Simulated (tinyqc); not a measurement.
# MOS inversion layer, Poisson-Schroedinger loop: two studies

Electrons confined at an insulator interface at z = 0, treated as a hard wall; parabolic valleys, Hartree approximation, no image or exchange terms. The depletion charge lies far deeper than the electrons and gives a uniform field q Nd/(eps0 eps_r); the gate balances all charge. Energies are counted from the band edge at the interface.

Parameters, values chosen for the exercise; masses and permittivity close to those of In0.53Ga0.47As:
- T = 77 K (temperature)
- eps_r = 13.6 (relative permittivity)
- mz1 = 0.0406 m0 (mass along z of valley set A (1 valley(s)))
- md1 = 0.0404 m0 (in-plane density-of-states mass of set A)
- Ns = 4.1e11 cm^-2 (sheet density of electrons)
- Nd = 1.7e12 cm^-2 (sheet density of depletion charge)

Constants: q = 1.602176634e-19 C, kB = 1.380649e-23 J/K, hbar = 1.054571817e-34 J s, m0 = 9.1093837015e-31 kg, Vt = kB T/q, eps0 = 8.8541878128e-14 F/cm where lengths are in cm, hbar^2/(2 m0) = 0.0380998212 eV nm^2. Results are converted to the units shown.

Each table varies one quantity; the others keep the values above.

## Effect of the sheet density of electrons

Schroedinger equation -(C/mz) psi'' + (V0 + U) psi = E psi, C = hbar^2/(2 m0), psi(0) = 0, on a uniform mesh of 800 nodes with a far wall at 41 nm, 8 levels a set; V0 = q Nd z/(eps0 eps_r); dU/dz = q (Ns - integral of n from 0 to z)/(eps0 eps_r), U(0) = 0; N_k = g md m0 q Vt/(pi hbar^2) ln(1 + exp((EF - E_k)/Vt)), g the number of valleys of the set, sum N_k = Ns. Triangular well: E_k = a_k (C F^2/mz)^(1/3), a_1 = 2.338107, a_2 = 4.087949, C = hbar^2/(2 m0), F in eV/nm. Fang-Howard (all electrons in the lowest level of set A): b^3 = 6 (mz1/C) q (Nd + 11 Ns/32)/(eps0 eps_r), centroid 3/b, level C b^2/(4 mz1) + (3/b) q (Nd + 11 Ns/16)/(eps0 eps_r). The centroid adds 3.9 z_av/eps_r to an oxide-equivalent thickness. Shares under 0.0001 % are printed as 0.

Effect of the sheet density of electrons:
columns A: Ns (cm^-2); B: A1 (meV); C: A2 (meV); D: EF (meV); E: share of A1 (%); F: share of A2 (%); G: centroid z_av (nm); H: added oxide equivalent (nm); I: Fang-Howard centroid (nm)
```
A         B    C    D     E        F     G     H     I
1e11    188  326  191   100        0  5.36  1.54  5.68
1.7e11  192  331  201   100        0  5.33  1.53  5.65
3.1e11  199  339  217   100        0  5.28  1.51  5.60
5.3e11  211  352  242   100        0  5.20  1.49  5.52
9.4e11  231  376  287   100        0  5.07  1.45  5.39
1.6e12  262  413  357   100  0.00166  4.89  1.40  5.21
2.9e12  320  482  486  96.3     3.75  4.74  1.36  4.90
5e12    408  602  653  82.6     17.4  4.87  1.40  4.53
```

As Ns goes from 1e11 to 5e12, A1 rises from 188 to 408 meV, the share of A1 falls from 100 to 82.6 % and the centroid goes from 5.36 through a minimum of 4.74 (at Ns = 2.9e12 among the rows listed) to 4.87 nm. A1 goes as Ns^(0.45) between the last two rows (a triangular well in the field of that charge alone gives 2/3). The Fang-Howard centroid is 6.0 % above the full one in the first row, where A1 holds 100 %, and 7.0 % below it in the last, where A1 holds 82.6 %. For Ns = 9.4e11, 1.6e12, 2.9e12, 5e12 the energies exceed 0.25 eV, where non-parabolicity matters for so light a mass.

## Effect of the sheet density of depletion charge

Schroedinger equation -(C/mz) psi'' + (V0 + U) psi = E psi, C = hbar^2/(2 m0), psi(0) = 0, on a uniform mesh of 800 nodes with a far wall at 91 nm, 8 levels a set; V0 = q Nd z/(eps0 eps_r); dU/dz = q (Ns - integral of n from 0 to z)/(eps0 eps_r), U(0) = 0; N_k = g md m0 q Vt/(pi hbar^2) ln(1 + exp((EF - E_k)/Vt)), g the number of valleys of the set, sum N_k = Ns.

Results:
columns A: Nd (cm^-2); B: A1 (meV); C: A2 (meV); D: EF (meV); E: share of A1 (%); F: share of A2 (%); G: centroid z_av (nm); H: added oxide equivalent (nm); I: Fang-Howard centroid (nm)
```
A          B    C     D     E        F     G     H     I
1e11    72.2  102  94.4  92.1     7.35  11.1  3.17  11.0
3.1e11  93.8  144   118  99.5    0.542  8.38  2.40  8.90
5.3e11   115  183   139   100   0.0363  7.32  2.10  7.79
9.4e11   149  246   173   100  4.92e-4  6.25  1.79  6.65
1.6e12   198  333   222   100        0  5.34  1.53  5.67
2.9e12   280  478   304   100        0  4.44  1.27  4.71
5e12     391  675   415   100        0  3.73  1.07  3.95
```

Estimate the missing row, Nd = 1.7e11 cm^-2.

Computed row:
columns A: Nd (cm^-2); B: A1 (meV); C: A2 (meV); D: EF (meV); E: share of A1 (%); F: share of A2 (%); G: centroid z_av (nm); H: added oxide equivalent (nm); I: Fang-Howard centroid (nm)
```
A          B    C    D     E     F     G     H     I
1.7e11  79.6  116  103  96.6  3.34  9.72  2.79  10.1
```

With this row back in the table: As Nd goes from 1e11 to 5e12, A1 rises from 72.2 to 391 meV, the share of A1 rises from 92.1 to 100 % and the centroid falls from 11.1 to 3.73 nm. A1 goes as Nd^(0.62) between the last two rows (a triangular well in the field of that charge alone gives 2/3). The Fang-Howard centroid is 0.94 % below the full one in the first row, where A1 holds 92.1 %, and 6.0 % above it in the last, where A1 holds 100 %. For Nd = 2.9e12, 5e12 the energies exceed 0.25 eV, where non-parabolicity matters for so light a mass.

Program tinyqc, `OMP_NUM_THREADS=1 python tinyqc.py 2160130 2160131 out.jsonl`; Intel Xeon 2.30GHz, shared host, one thread, about 0.4 s.
